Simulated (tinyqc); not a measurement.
# Worked calculation: metal-interlayer-semiconductor contact, depinning against tunnelling resistance

Numbers from tinyqc (`OMP_NUM_THREADS=1 python tinyqc.py 2270045 2270046 out.jsonl`; about 0.02 s on one thread of a shared Intel Xeon 2.30GHz). Printed values are rounded.

Zero bias, n-type semiconductor. Gap states at the semiconductor surface thin out as exp(-be ti), which unpins the barrier; electrons must then cross the interlayer (a rectangular barrier, no voltage drop across it) and the parabolic depleted layer, both by WKB. Energies E are counted from the Fermi level; no image force, parabolic bands.

Values chosen for this exercise; semiconductor values close to those of 4H silicon carbide; interlayer mass of the order of that in lanthanum oxide, offset chosen freely: temperature T = 300 K; band gap Eg = 3.18 eV; relative permittivity eps_r = 9.87; electron affinity chi = 3.58 eV; conduction-band density of states at T Nc = 1.7e19 cm^-3; tunnelling mass in the semiconductor mt = 0.199 m0; Richardson mass mA = 0.373 m0; donor density Nd = 6.3e18 cm^-3; charge-neutrality level above the valence band E0 = 1.9 eV; pinning factor without interlayer S0 = 0.65; metal work function phiM = 3.88 eV; interlayer thickness ti = 1.6 nm; conduction-band offset of the interlayer above the semiconductor dE = 2.07 eV; tunnelling mass in the interlayer mi = 0.29 m0; decay constant of gap states through the interlayer be = 2 1/nm.

Constants: q = 1.602176634e-19 C, kB = 1.380649e-23 J/K, eps0 = 8.8541878128e-12 F/m, hbar = 1.054571817e-34 J s, h = 6.62607015e-34 J s, m0 = 9.1093837015e-31 kg, Vt = kB T/q, hbar^2/(2 m0) = 0.0380998212 eV nm^2. Results are converted to the units shown.

## Pinning, barrier and scales

S = 1/(1 + (1/S0 - 1) exp(-be ti)); phiB = S (phiM - chi) + (1 - S)(Eg - E0); xi = Ec - EF deep inside, from Nd = Nc F(-xi/Vt), F(x) = (2/sqrt(pi)) int_0^infinity sqrt(u) du/(1 + exp(u - x)); band bending U = phiB - xi; E00 = (hbar/2) sqrt(Nd/(eps0 eps_r mt m0)) in volts; A = 4 pi q mA m0 kB^2/h^3.

S = 0.978523
phiB = 0.321048 eV
xi = 0.0222925 eV
U = 0.298755 eV
E00 = 0.0332516 eV
A = 44.8246 A/(cm^2 K^2)

The interlayer moves the barrier from 0.643 eV to 0.321 eV; the unpinned limit is phiM - chi = 0.300 eV. E00/Vt = 1.29: by the usual rule of thumb (0.5 to 5) thermionic-field emission.

## Exponents and integrand on an energy grid

E, point 0 to 14 (eV): 0.03  0.05286  0.07571  0.09857  0.12143  0.14429  0.16714  0.19  0.21286  0.23571  0.25857  0.28143  0.30429  0.32714  0.35

With U = phiB - xi: for xi < E < phiB, y = (E - xi)/U and G1 = (U/E00) [sqrt(1 - y) - y ln((1 + sqrt(1 - y))/sqrt(y))], G1 = 0 above phiB; G2 = 2 ti sqrt(mi max(phiB + dE - E, 0)/C), C = hbar^2/(2 m0); f = 1/(1 + exp(E/Vt)); integrand exp(-G1 - G2) f.

```
point       G1       G2           f  integrand (1e-10)
0      8.28500  13.5656    0.238585            0.77274
1      6.85210  13.4998    0.114587            1.66120
2      5.72283  13.4337   0.0507580            2.43187
3      4.76023  13.3672   0.0216078            2.89716
4      3.91862  13.3004  0.00903904            3.00612
5      3.17472  13.2332  0.00375320            2.80880
6      2.51525  13.1658  0.00155416            2.40614
7      1.93133  13.0979  6.42483e-4            1.90873
8      1.41836  13.0297  2.65457e-4            1.41017
9      0.97431  12.9612  1.09698e-4            0.97293
10     0.59923  12.8923  4.53102e-5            0.62648
11     0.29739  12.8230  1.87144e-5            0.37503
12     0.08049  12.7533  7.72947e-6            0.20630
13     0.00000  12.6833  3.19366e-6            0.09908
14     0.00000  12.6129  1.31904e-6            0.04391
```

## Contact resistivity

1/rho_c = (A T^2/Vt^2) I, with I the trapezoid sum of the integrand over the grid.

I = 4.84991e-11 eV
rho_c = 3.4158 ohm cm^2

A fine grid from xi upwards gives rho_c = 3.362 ohm cm^2; the coarse value is 1.6 % above it. The integrand peaks at E = 0.12 eV, and 0.70 % of the current flows above phiB. Tunnelling through the interlayer costs a factor of 5.74e5 at this barrier height; the bare contact (ti = 0) has rho_c = 0.0153 ohm cm^2, so with the interlayer rho_c is 219 times that.
